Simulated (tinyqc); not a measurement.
# Lifetime from the low-frequency admittance

Inverse problem. At low frequency a p+-n diode with a base of width wb has C_diff/G = (tau/2)(1 - 2 x/sinh 2x), x = wb/sqrt(Dp tau). Find tau, x and the limit of C_diff/G for infinite lifetime, wb^2/(3 Dp).

Values chosen for this exercise:
- Dp = 5.2 cm^2/s (hole diffusion coefficient)
- wb = 8.8 um (width of the neutral base)

G = 0.43100760 S/cm^2
C_diff = 0.019446769 uF/cm^2

Solution. The ratio rises steadily with tau from tau/2 (long base) towards wb^2/(3 Dp) (short base), so one lifetime matches as long as the ratio is below that limit.

tau = 7.00e-7 s
x = 0.461
limit of C_diff/G = 4.96e-8 s

Numbers from tinyqc (`OMP_NUM_THREADS=1 python tinyqc.py 2890181 2890182 out.jsonl`; about 0.01 s on one thread of a shared Intel Xeon 2.30GHz).
